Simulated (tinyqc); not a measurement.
Inside a calculation. Model: capacitance of parallel on-chip lines from Laplace's equation on a mesh.

Program tinyqc, `OMP_NUM_THREADS=1 python tinyqc.py 2790194 2790195 out.jsonl`; Intel Xeon 2.30GHz, shared host, one thread, about 1 s. Printed values are rounded.

Cross-section of an endless row of equal lines between two grounded planes; neighbours are driven in antiphase (+1 V and -1 V), so the plane midway between two lines is at 0 V. By symmetry one quarter is solved: x runs from the centre of a line (column 0, mirror) to that midplane (column 5, 0 V), y from the mid-height of the line (row 0, mirror) to the ground plane (row 4, 0 V). The line fills columns 0 to 2 and rows 0 to 1 at 1 V. Cells beside the line (below row 1) have e2, cells above have e1. Each link between nodes has the conductance g = mean permittivity of the two cells beside it (a cell beyond a mirror counts as 0), and the free nodes obey sum g (V_neighbour - V) = 0.

Values chosen for this exercise:
- e1 = 2.4 (relative permittivity above and below the lines)
- e2 = 2.7 (relative permittivity between the lines)
- om = 1 (over-relaxation factor)

Constants: eps0 = 8.8541878128e-12 F/m. Results are converted to the units shown.

## Link conductances

gx[j, i] joins node (row j, column i) to column i + 1, gy[j, i] to row j + 1.

gx:
```
,col 0,col 1,col 2,col 3,col 4
row 0,1.35,1.35,1.35,1.35,1.35
row 1,2.55,2.55,2.55,2.55,2.55
row 2,2.4,2.4,2.4,2.4,2.4
row 3,2.4,2.4,2.4,2.4,2.4
row 4,1.2,1.2,1.2,1.2,1.2
```

gy:
```
,col 0,col 1,col 2,col 3,col 4,col 5
row 0,1.35,2.7,2.7,2.7,2.7,1.35
row 1,1.2,2.4,2.4,2.4,2.4,1.2
row 2,1.2,2.4,2.4,2.4,2.4,1.2
row 3,1.2,2.4,2.4,2.4,2.4,1.2
```

## Iteration 1: relaxation sweep

V at the start (V):
```
,col 0,col 1,col 2,col 3,col 4,col 5
row 0,1,1,1,0,0,0
row 1,1,1,1,0,0,0
row 2,0,0,0,0,0,0
row 3,0,0,0,0,0,0
row 4,0,0,0,0,0,0
```

One sweep visits the free nodes row by row from row 0, left to right, and replaces V by V + om (weighted mean of the neighbours - V), using new values at once.

V after sweep 1 (V):
```
,col 0,col 1,col 2,col 3,col 4,col 5
row 0,1.00000,1.00000,1.00000,0.25000,0.06250,0.00000
row 1,1.00000,1.00000,1.00000,0.31618,0.09559,0.00000
row 2,0.25000,0.31250,0.32812,0.16108,0.06417,0.00000
row 3,0.06250,0.09375,0.10547,0.06664,0.03270,0.00000
row 4,0.00000,0.00000,0.00000,0.00000,0.00000,0.00000
```

## Iteration 2: relaxation sweep

As before.

V after sweep 2 (V):
```
,col 0,col 1,col 2,col 3,col 4,col 5
row 0,1.00000,1.00000,1.00000,0.42371,0.15372,0.00000
row 1,1.00000,1.00000,1.00000,0.42396,0.16178,0.00000
row 2,0.42188,0.46094,0.43187,0.24666,0.11028,0.00000
row 3,0.15234,0.17969,0.16955,0.11223,0.05563,0.00000
row 4,0.00000,0.00000,0.00000,0.00000,0.00000,0.00000
```

## Course of the relaxation

Stop when no node changes by 1e-7 V. C = 4 eps0 sum g (difference of V along the link)^2, in aF/um.

Course of the iteration:
```
sweep,C (aF/um),largest change (V)
1,198.548,0.328
2,159.855,0.174
3,148.498,0.0967
4,144.836,0.0526
5,143.616,0.0294
6,143.205,0.0168
7,143.065,9.67e-3
8,143.017,5.60e-3
9,143.001,3.25e-3
...,...,...
21,142.993,5.10e-6
22,142.993,2.98e-6
23,142.993,1.74e-6
24,142.993,1.02e-6
25,142.993,5.96e-7
26,142.993,3.48e-7
27,142.993,2.04e-7
28,142.993,1.19e-7
29,142.993,6.96e-8
```

Converged in 29 sweeps. Over the last four sweeps the change shrinks by about 0.58 a sweep. C comes down from above, since the solution minimises the energy.

## Capacitance per length

converged V (V):
```
,col 0,col 1,col 2,col 3,col 4,col 5
row 0,1.00000,1.00000,1.00000,0.59933,0.27763,0.00000
row 1,1.00000,1.00000,1.00000,0.55984,0.25560,0.00000
row 2,0.64045,0.62604,0.56452,0.37099,0.17912,0.00000
row 3,0.30971,0.29920,0.26105,0.18049,0.08990,0.00000
row 4,0.00000,0.00000,0.00000,0.00000,0.00000,0.00000
```

C = 4 eps0 sum g (difference of V)^2 over all links (twice the energy of the four quarters, line at 1 V). Plate estimate without fringing: eps0 [2 e1 w/hd + 2 e2 t/(s/2)], w = 4 hx, t = 2 hx, s/2 = 3 hx, hd = 3 hx.

C = 142.993 aF/um
plate estimate = 88.5419 aF/um

C depends on the shape only, not on the mesh step hx. Meshes 6, 12 and 24 times finer extrapolate (Aitken) to 135.8 aF/um; this mesh is 5.3 % above that, and the plate estimate is 35 % below it.
